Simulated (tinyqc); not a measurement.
X-ray photoelectron analysis of a thin oxide on a semiconductor: attenuation lengths, thickness, angle series and band offsets. Inputs raised by 2 %, one at a time. Computed by tinyqc, a small Python program. Command: `OMP_NUM_THREADS=1 python tinyqc.py 3113480 3113481 out.jsonl xps sens`. One thread of a shared host (Intel(R) Xeon(R) Processor @ 2.30GHz), about 0.01 s of CPU time with the checks.

The same element is seen in the oxide and in the substrate, at nearly the same kinetic energy; films are flat and uniform, and the work function is ignored.

Inputs (values chosen for the exercise, modelled on SiO2 on silicon):

| quantity | value | unit |
|---|---|---|
| photon energy | 1253.6 | eV |
| binding energy of the core level | 99.4 | eV |
| oxide density | 2.14 | g/cm^3 |
| oxide formula mass | 60.08 | g/mol |
| valence electrons per oxide formula | 16 | - |
| oxide gap | 8.97 | eV |
| substrate density | 2.33 | g/cm^3 |
| substrate formula mass | 28.09 | g/mol |
| valence electrons per substrate formula | 4 | - |
| substrate gap | 1.12 | eV |
| oxide thickness d | 8.4 | nm |
| emission angle from the normal | 60 | degrees |
| attenuation length over inelastic mean free path | 0.89 | - |
| carbon overlayer | 0.96 | nm |
| counts in the two peaks together | 20000 | - |
| valence band offset used to make the data | 4.34 | eV |
| core level less valence band top, substrate | 98.97 | eV |
| core level less valence band top, thick oxide | 98.65 | eV |
| field in the oxide | 0.71 | MV/cm |

Method:
- TPP-2M: lambda = E/(E_p^2 [b ln(c E) - C/E + D/E^2]) in angstrom, E_p = 28.8 sqrt(N_v rho/M), b = -0.10 + 0.944/sqrt(E_p^2 + E_g^2) + 0.069 rho^0.1, c = 0.191/sqrt(rho), U = N_v rho/M, C = 1.97 - 0.91 U, D = 53.4 - 20.8 U, with E = photon energy less binding energy in eV.
- Attenuation length L = factor x lambda.
- R_0 = (rho_o/M_o) L_o/((rho_s/M_s) L_s); peak ratio R = I_ox/I_sub = R_0 [exp(d/(L_o cos theta)) - 1]; hence d = L_o cos theta ln(1 + R/R_0). A carbon layer weakens both peaks alike, by exp(-d_C/(L_o cos theta)) if its L is taken equal to L_o. This R_0 leaves out intrinsic losses from the substrate peak, so calibrated values can be larger.
- With x = d/(L_o cos theta): d ln d/d ln R = (1 - exp(-x))/x = -d ln d/d ln R_0; counting error of R = 1/sqrt(N f (1 - f)), f the oxide share, which times the sensitivity gives that of d; an angle error adds tan(theta) d theta; d is proportional to L_o at fixed R_0. Assumed errors: 5 % in R_0, 1 degree, 5 % in L_o.
- Valence band offset = (E_core - E_v)(substrate) - (E_core - E_v)(oxide) + (core level separation at the interface, oxide less substrate). The separation is made here from the given offset; a uniform field F that raises the binding energy towards the surface shifts the oxide peak by e F <z>, <z> = d/(1 - exp(-x)) - d/x, x = d/(L_o cos theta), being the mean distance from the interface. Conduction band offset = oxide gap - substrate gap - valence band offset.

Runs:

| input moved | from | to | ratio R | L in the oxide (nm) | apparent valence band offset (eV) | counting error of d (%) |
|---|---|---|---|---|---|---|
| base run | - | - | 141.60 | 3.0202 | 4.8315 | 1.5175 |
| photon energy (eV) | 1253.6 | 1278.67 | 129.01 | 3.0713 | 4.8299 | 1.4734 |
| oxide density (g/cm^3) | 2.14 | 2.1828 | 147.46 | 3.0066 | 4.8319 | 1.5413 |
| oxide gap (eV) | 8.97 | 9.1494 | 136.39 | 3.0451 | 4.8307 | 1.5017 |
| oxide thickness d (nm) | 8.4 | 8.568 | 158.33 | 3.0202 | 4.8432 | 1.5726 |
| emission angle from the normal (degrees) | 60 | 61.2 | 174.94 | 3.0202 | 4.8350 | 1.6242 |
| attenuation length over inelastic mean free path | 0.89 | 0.9078 | 126.91 | 3.0806 | 4.8296 | 1.4659 |
| counts in the two peaks together | 20000 | 20400 | 141.60 | 3.0202 | 4.8315 | 1.5025 |

Exponents ln(y'/y) / ln(x'/x):

| input | ratio R | L in the oxide | apparent valence band offset | counting error of d |
|---|---|---|---|---|
| photon energy | -4.704 | 0.848 | -0.017 | -1.489 |
| oxide density | 2.047 | -0.228 | 0.004 | 0.786 |
| oxide gap | -1.893 | 0.415 | -0.008 | -0.527 |
| oxide thickness d | 5.639 | 0.000 | 0.122 | 1.802 |
| emission angle from the normal | 10.676 | 0.000 | 0.036 | 3.430 |
| attenuation length over inelastic mean free path | -5.530 | 1.000 | -0.020 | -1.747 |
| counts in the two peaks together | 0.000 | 0.000 | 0.000 | -0.500 |

To which inputs is each result most sensitive?

Among the inputs moved here: ratio R answers most in size to emission angle from the normal (exponent +10.676), next to oxide thickness d (+5.639); its exponent is below 0.0005 for counts in the two peaks together. L in the oxide answers most in size to attenuation length over inelastic mean free path (exponent +1.000), next to photon energy (+0.848); its exponent is below 0.0005 for oxide thickness d, emission angle from the normal, counts in the two peaks together. Apparent valence band offset answers most in size to oxide thickness d (exponent +0.122), next to emission angle from the normal (+0.036); its exponent is below 0.0005 for counts in the two peaks together. Counting error of d answers most in size to emission angle from the normal (exponent +3.430), next to oxide thickness d (+1.802). Its exponent -0.500 in counts in the two peaks together: counting statistics.

Caution (all rows): beyond about 60 degrees elastic scattering and roughness make a single attenuation length unreliable.

Extremes, crossings and ranges named in words are read from the listed rows.
